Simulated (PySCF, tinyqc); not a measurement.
Worked calculation: RHF in the 3-21g basis, for H2, spin multiplicity 1. The lowest restricted solution is unstable here: a spin-polarised one lies 0.0067 hartree lower (PySCF). Computed by tinyqc, a small Python program that keeps every step (integrals from PySCF). Settings: charge = 0, multiplicity = 1, basis = 3-21g, energy threshold = 1e-08, iteration cap = 84, orthogonalisation = symmetric, start = Wolfsberg-Helmholz matrix, DIIS depth = 3, damping = 0.7, shift = 0.5, method = RHF. Command: `OMP_NUM_THREADS=1 python tinyqc.py 25915 25916 out.jsonl` (the two numbers bound the seeds that draw the settings). One thread of a shared host (Intel(R) Xeon(R) Processor @ 2.60GHz), about 0.08 s of CPU time with the checks. Later iterations appear only in the table of the cycle.

## One-electron integrals

Geometry (angstrom):
```
atom         x         y         z
H     0.000000  0.000000  0.000000
H     0.000000  0.000000  1.340000
```

Basis 3-21g: exponents (1/bohr^2) and contraction coefficients of normalised primitives:
```
element  l (shell)  exponent  coefficient
H            s (1)  5.447178     0.156285
H            s (1)  0.824547     0.904691
H            s (2)  0.183192     1.000000
```

Overlap, kinetic and nuclear-attraction integrals over the contracted functions; the nuclear repulsion is the sum of Za Zb / Rab.

nuclear repulsion = 0.39490837 hartree

overlap S:
```
          1H 1s     1H 2s     2H 1s     2H 2s
1H 1s  1.000000  0.645899  0.059790  0.245000
1H 2s  0.645899  1.000000  0.245000  0.555808
2H 1s  0.059790  0.245000  1.000000  0.645899
2H 2s  0.245000  0.555808  0.645899  1.000000
```

kinetic energy T (hartree):
```
           1H 1s     1H 2s      2H 1s     2H 2s
1H 1s   1.549405  0.293152  -0.061927  0.039232
1H 2s   0.293152  0.274788   0.039232  0.092927
2H 1s  -0.061927  0.039232   1.549405  0.293152
2H 2s   0.039232  0.092927   0.293152  0.274788
```

nuclear attraction V (hartree):
```
           1H 1s      1H 2s      2H 1s      2H 2s
1H 1s  -2.115825  -1.037655  -0.094322  -0.392883
1H 2s  -1.037655  -1.065992  -0.392883  -0.633506
2H 1s  -0.094322  -0.392883  -2.115825  -1.037655
2H 2s  -0.392883  -0.633506  -1.037655  -1.065992
```

core Hamiltonian H = T + V (hartree):
```
           1H 1s      1H 2s      2H 1s      2H 2s
1H 1s  -0.566420  -0.744503  -0.156249  -0.353651
1H 2s  -0.744503  -0.791204  -0.353651  -0.540578
2H 1s  -0.156249  -0.353651  -0.566420  -0.744503
2H 2s  -0.353651  -0.540578  -0.744503  -0.791204
```

## Two-electron integrals

Functions are numbered as in S; the eight-fold symmetry (ij|kl) = (ji|kl) = (kl|ij) leaves the list below.

Two-electron integrals (ij|kl) in chemists' order, unique and non-zero (hartree):
```
(11|11) 1.140145   (21|11) 0.611403   (21|21) 0.345152   (22|11) 0.626370
(22|21) 0.380329   (22|22) 0.482957   (31|11) 0.043149   (31|21) 0.025984
(31|22) 0.031799   (31|31) 0.003646   (32|11) 0.115436   (32|21) 0.073235
(32|22) 0.102705   (32|31) 0.011519   (32|32) 0.049201   (33|11) 0.394600
(33|21) 0.254119   (33|22) 0.376280   (33|31) 0.043149   (33|32) 0.221029
(33|33) 1.140145   (41|11) 0.221029   (41|21) 0.126135   (41|22) 0.141553
(41|31) 0.011519   (41|32) 0.033011   (41|33) 0.115436   (41|41) 0.049201
(42|11) 0.298314   (42|21) 0.184223   (42|22) 0.244317   (42|31) 0.020518
(42|32) 0.075347   (42|33) 0.298314   (42|41) 0.075347   (42|42) 0.149196
(43|11) 0.254119   (43|21) 0.163100   (43|22) 0.239258   (43|31) 0.025984
(43|32) 0.126135   (43|33) 0.611403   (43|41) 0.073235   (43|42) 0.184223
(43|43) 0.345152   (44|11) 0.376280   (44|21) 0.239258   (44|22) 0.345412
(44|31) 0.031799   (44|32) 0.141553   (44|33) 0.626370   (44|41) 0.102705
(44|42) 0.244317   (44|43) 0.380329   (44|44) 0.482957
```

## Orthogonalisation

S = U s U^T; symmetric (Loewdin) form X = U s^(-1/2) U^T, so that X^T S X = 1.

eigenvalues of S: 0.220790  0.383024  1.163613  2.232574

X:
```
           1H 1s      1H 2s      2H 1s      2H 2s
1H 1s   1.240551  -0.483338   0.028902   0.027408
1H 2s  -0.483338   1.429593   0.027408  -0.413984
2H 1s   0.028902   0.027408   1.240551  -0.483338
2H 2s   0.027408  -0.413984  -0.483338   1.429593
```

## Starting guess

The start is the generalised Wolfsberg-Helmholz matrix (K = 1.75) built on H; D = 2 C_occ C_occ^T.

D at the start:
```
          1H 1s     1H 2s     2H 1s     2H 2s
1H 1s  0.041417  0.137575  0.041417  0.137575
1H 2s  0.137575  0.456982  0.137575  0.456982
2H 1s  0.041417  0.137575  0.041417  0.137575
2H 2s  0.137575  0.456982  0.137575  0.456982
```

## Iteration 1: building the Fock matrix

J_ij = sum D_kl (ij|kl), K_ij = sum D_kl (ik|jl); F = H + J - 0.5 K; E = tr D H + tr D J / 2 - 0.25 tr D K + E_nn.

Coulomb J (hartree):
```
          1H 1s     1H 2s     2H 1s     2H 2s
1H 1s  1.128706  0.684216  0.072329  0.272853
1H 2s  0.684216  0.883694  0.272853  0.528908
2H 1s  0.072329  0.272853  1.128706  0.684216
2H 2s  0.272853  0.528908  0.684216  0.883694
```

exchange K (hartree):
```
          1H 1s     1H 2s     2H 1s     2H 2s
1H 1s  0.585804  0.602631  0.288624  0.452762
1H 2s  0.602631  0.738906  0.452762  0.644095
2H 1s  0.288624  0.452762  0.585804  0.602631
2H 2s  0.452762  0.644095  0.602631  0.738906
```

Fock matrix F (hartree):
```
           1H 1s      1H 2s      2H 1s      2H 2s
1H 1s   0.269384  -0.361603  -0.228231  -0.307180
1H 2s  -0.361603  -0.276963  -0.307180  -0.333718
2H 1s  -0.228231  -0.307180   0.269384  -0.361603
2H 2s  -0.307180  -0.333718  -0.361603  -0.276963
```

total energy of this density = -1.00716068 hartree

This density is the starting one.

## Iteration 1: diagonalisation and new density

A level shift of 0.5 hartree raises the virtual space: F + shift (S - S D(s) S), with D(s) the density of one spin (D/2). Diagonalise F' = X^T F X, C = X C', fill 1 alpha and 1 beta electrons from the bottom; D = 2 C_occ C_occ^T; the new density keeps 0.7 of the old one (damping). Each column has its largest component positive (the first on a tie).

F' = X^T F X (hartree):
```
           1          2          3          4
1   1.206444  -0.724406  -0.106267  -0.227252
2  -0.724406   0.518285  -0.227252  -0.406912
3  -0.106267  -0.227252   1.206444  -0.724406
4  -0.227252  -0.406912  -0.724406   0.518285
```

orbital energies (hartree): MO1 -0.466646, MO2 0.585377, MO3 1.652530, MO4 1.678197

coefficients C:
```
            MO1        MO2        MO3        MO4
1H 1s  0.190441   0.185318  -0.911117   0.934571
1H 2s  0.446433   0.872418   1.033782  -0.648355
2H 1s  0.190441  -0.185318   0.911117   0.934571
2H 2s  0.446433  -0.872418  -1.033782  -0.648355
```

D after iteration 1:
```
          1H 1s     1H 2s     2H 1s     2H 2s
1H 1s  0.050753  0.147314  0.050753  0.147314
1H 2s  0.147314  0.439469  0.147314  0.439469
2H 1s  0.050753  0.147314  0.050753  0.147314
2H 2s  0.147314  0.439469  0.147314  0.439469
```

## Iteration 2: building the Fock matrix

As before.

Coulomb J (hartree):
```
          1H 1s     1H 2s     2H 1s     2H 2s
1H 1s  1.139244  0.689261  0.072832  0.274777
1H 2s  0.689261  0.887409  0.274777  0.531190
2H 1s  0.072832  0.274777  1.139244  0.689261
2H 2s  0.274777  0.531190  0.689261  0.887409
```

exchange K (hartree):
```
          1H 1s     1H 2s     2H 1s     2H 2s
1H 1s  0.602908  0.611221  0.295077  0.458103
1H 2s  0.611221  0.738791  0.458103  0.643535
2H 1s  0.295077  0.458103  0.602908  0.611221
2H 2s  0.458103  0.643535  0.611221  0.738791
```

Fock matrix F (hartree):
```
           1H 1s      1H 2s      2H 1s      2H 2s
1H 1s   0.271370  -0.360853  -0.230955  -0.307926
1H 2s  -0.360853  -0.273190  -0.307926  -0.331156
2H 1s  -0.230955  -0.307926   0.271370  -0.360853
2H 2s  -0.307926  -0.331156  -0.360853  -0.273190
```

total energy of this density = -1.01117376 hartree

This density is a damped mixture and is not idempotent.

## Iteration 2: DIIS over 2 matrices

error matrix X^T (FDS - SDF) X:
```
          1          2         3          4
1  0.000000  -0.085685  0.000000  -0.085685
2  0.085685   0.000000  0.085685   0.000000
3  0.000000  -0.085685  0.000000  -0.085685
4  0.085685   0.000000  0.085685   0.000000
```

B (overlaps of the stored error matrices):
```
               1              2
1  9.0116991e-02  7.2753153e-02
2  7.2753153e-02  5.8734998e-02
```

Minimise |sum c_i e_i|^2 with sum c_i = 1: solve [B -1; -1 0][c; lambda] = [0; -1] with B_ij = tr e_i^T e_j, and take F = sum c_i F_i.

DIIS coefficients: -4.189924  5.189924

extrapolated F (hartree):
```
           1H 1s      1H 2s      2H 1s      2H 2s
1H 1s   0.279690  -0.357710  -0.242369  -0.311051
1H 2s  -0.357710  -0.257381  -0.311051  -0.320422
2H 1s  -0.242369  -0.311051   0.279690  -0.357710
2H 2s  -0.311051  -0.320422  -0.357710  -0.257381
```

## Iteration 2: diagonalisation and new density

As before.

F' = X^T F X (hartree):
```
           1          2          3          4
1   1.217509  -0.733605  -0.123116  -0.234775
2  -0.733605   0.544600  -0.234775  -0.393715
3  -0.123116  -0.234775   1.217509  -0.733605
4  -0.234775  -0.393715  -0.733605   0.544600
```

orbital energies (hartree): MO1 -0.454539, MO2 0.601610, MO3 1.677331, MO4 1.699817

coefficients C:
```
            MO1        MO2        MO3        MO4
1H 1s  0.202489   0.179991  -0.912185   0.932035
1H 2s  0.438027   0.878443   1.028667  -0.654063
2H 1s  0.202489  -0.179991   0.912185   0.932035
2H 2s  0.438027  -0.878443  -1.028667  -0.654063
```

D after iteration 2:
```
          1H 1s     1H 2s     2H 1s     2H 2s
1H 1s  0.060128  0.156337  0.060128  0.156337
1H 2s  0.156337  0.422749  0.156337  0.422749
2H 1s  0.060128  0.156337  0.060128  0.156337
2H 2s  0.156337  0.422749  0.156337  0.422749
```

## Iteration 3: building the Fock matrix

As before.

Coulomb J (hartree):
```
          1H 1s     1H 2s     2H 1s     2H 2s
1H 1s  1.149393  0.694112  0.073313  0.276625
1H 2s  0.694112  0.890975  0.276625  0.533377
2H 1s  0.073313  0.276625  1.149393  0.694112
2H 2s  0.276625  0.533377  0.694112  0.890975
```

exchange K (hartree):
```
          1H 1s     1H 2s     2H 1s     2H 2s
1H 1s  0.619328  0.619348  0.301237  0.463125
1H 2s  0.619348  0.738523  0.463125  0.642855
2H 1s  0.301237  0.463125  0.619328  0.619348
2H 2s  0.463125  0.642855  0.619348  0.738523
```

Fock matrix F (hartree):
```
           1H 1s      1H 2s      2H 1s      2H 2s
1H 1s   0.273309  -0.360065  -0.233554  -0.308588
1H 2s  -0.360065  -0.269491  -0.308588  -0.328629
2H 1s  -0.233554  -0.308588   0.273309  -0.360065
2H 2s  -0.308588  -0.328629  -0.360065  -0.269491
```

total energy of this density = -1.01445257 hartree

This density is a damped mixture and is not idempotent.

## Iteration 3: DIIS over 3 matrices

error matrix X^T (FDS - SDF) X:
```
          1          2         3          4
1  0.000000  -0.065976  0.000000  -0.065976
2  0.065976   0.000000  0.065976   0.000000
3  0.000000  -0.065976  0.000000  -0.065976
4  0.065976   0.000000  0.065976   0.000000
```

B (overlaps of the stored error matrices):
```
               1              2              3
1  9.0116991e-02  7.2753153e-02  5.6018536e-02
2  7.2753153e-02  5.8734998e-02  4.5224825e-02
3  5.6018536e-02  4.5224825e-02  3.4822250e-02
```

As before.

DIIS coefficients: -1.819355  0.359654  2.459701

extrapolated F (hartree):
```
           1H 1s      1H 2s      2H 1s      2H 2s
1H 1s   0.279752  -0.357549  -0.242304  -0.310913
1H 2s  -0.357549  -0.257227  -0.310913  -0.320278
2H 1s  -0.242304  -0.310913   0.279752  -0.357549
2H 2s  -0.310913  -0.320278  -0.357549  -0.257227
```

## Iteration 3: diagonalisation and new density

As before.

F' = X^T F X (hartree):
```
           1          2          3          4
1   1.214345  -0.735210  -0.126251  -0.236429
2  -0.735210   0.547737  -0.236429  -0.390572
3  -0.126251  -0.236429   1.214345  -0.735210
4  -0.236429  -0.390572  -0.735210   0.547737
```

orbital energies (hartree): MO1 -0.454747, MO2 0.601640, MO3 1.677264, MO4 1.700006

coefficients C:
```
            MO1        MO2        MO3        MO4
1H 1s  0.205551   0.179985  -0.912186   0.931365
1H 2s  0.435875   0.878450   1.028661  -0.655499
2H 1s  0.205551  -0.179985   0.912186   0.931365
2H 2s  0.435875  -0.878450  -1.028661  -0.655499
```

D after iteration 3:
```
          1H 1s     1H 2s     2H 1s     2H 2s
1H 1s  0.067440  0.163193  0.067440  0.163193
1H 2s  0.163193  0.409916  0.163193  0.409916
2H 1s  0.067440  0.163193  0.067440  0.163193
2H 2s  0.163193  0.409916  0.163193  0.409916
```

## Iteration 40 (converged): orbitals

converged F (hartree):
```
           1H 1s      1H 2s      2H 1s      2H 2s
1H 1s   0.279901  -0.357151  -0.242131  -0.310565
1H 2s  -0.357151  -0.256853  -0.310565  -0.319927
2H 1s  -0.242131  -0.310565   0.279901  -0.357151
2H 2s  -0.310565  -0.319927  -0.357151  -0.256853
```

Diagonalise F' = X^T F X, C = X C', fill 1 alpha and 1 beta electrons from the bottom; D = 2 C_occ C_occ^T. Each column has its largest component positive (the first on a tie).

F' = X^T F X (hartree):
```
           1          2          3          4
1   0.777199  -0.626554  -0.063305  -0.127894
2  -0.626554   0.234788  -0.127894  -0.203495
3  -0.063305  -0.127894   0.777199  -0.626554
4  -0.127894  -0.203495  -0.626554   0.234788
```

orbital energies (hartree): MO1 -0.455463, MO2 0.101706, MO3 1.177081, MO4 1.200651

coefficients C:
```
            MO1        MO2        MO3        MO4
1H 1s  0.215743   0.179973  -0.912188   0.929057
1H 2s  0.428667   0.878463   1.028650  -0.660236
2H 1s  0.215743  -0.179973   0.912188   0.929057
2H 2s  0.428667  -0.878463  -1.028650  -0.660236
```

D after iteration 40:
```
          1H 1s     1H 2s     2H 1s     2H 2s
1H 1s  0.093090  0.184964  0.093090  0.184964
1H 2s  0.184964  0.367510  0.184964  0.367510
2H 1s  0.093090  0.184964  0.093090  0.184964
2H 2s  0.184964  0.367510  0.184964  0.367510
```

## Convergence

Stop when the energy changes by less than 1e-08 hartree and every element of the error matrix X^T (F D S - S D F) X is below 3e-05.

Course of the cycle:
```
iteration  E (hartree)     change  largest element of the error matrix
1          -1.00716068          -                             1.06e-01
2          -1.01117376  -4.01e-03                             8.57e-02
3          -1.01445257  -3.28e-03                             6.60e-02
4          -1.01692032  -2.47e-03                             5.08e-02
5          -1.01874968  -1.83e-03                             3.91e-02
6          -1.02009049  -1.34e-03                             3.01e-02
7          -1.02106469  -9.74e-04                             2.32e-02
8          -1.02176768  -7.03e-04                             1.78e-02
9          -1.02227224  -5.05e-04                             1.37e-02
10         -1.02263279  -3.61e-04                             1.06e-02
11         -1.02288953  -2.57e-04                             8.13e-03
12         -1.02307183  -1.82e-04                             6.25e-03
13         -1.02320096  -1.29e-04                             4.81e-03
14         -1.02329225  -9.13e-05                             3.70e-03
...                ...        ...                                  ...
27         -1.02350746  -9.27e-07                             1.23e-04
28         -1.02350811  -6.49e-07                             9.46e-05
29         -1.02350857  -4.55e-07                             7.28e-05
30         -1.02350889  -3.19e-07                             5.60e-05
31         -1.02350911  -2.23e-07                             4.31e-05
32         -1.02350927  -1.56e-07                             3.32e-05
33         -1.02350938  -1.09e-07                             2.55e-05
34         -1.02350945  -7.66e-08                             1.97e-05
35         -1.02350951  -5.37e-08                             1.51e-05
36         -1.02350954  -3.76e-08                             1.16e-05
37         -1.02350957  -2.63e-08                             8.96e-06
38         -1.02350959  -1.84e-08                             6.89e-06
39         -1.02350960  -1.29e-08                             5.31e-06
40         -1.02350961  -9.03e-09                             4.08e-06
```

PySCF RHF in the same basis = -1.02350963 hartree

Converged in 40 iterations.

## Populations, bond orders and dipole

Mulliken: Z minus the diagonal of D S on the atom; Loewdin: the same with S^(1/2) D S^(1/2); Mayer order: 2 sum_s sum (D(s) S)_ij (D(s) S)_ji over the two atoms.

Charges (e):
```
atom  Mulliken  Loewdin
1H           0        0
2H           0        0
```

Mayer bond orders:
```
pair     order
2-1   1.000000
```

dipole moment about the origin, x y z (debye): 0.000000  0.000000  0.000000
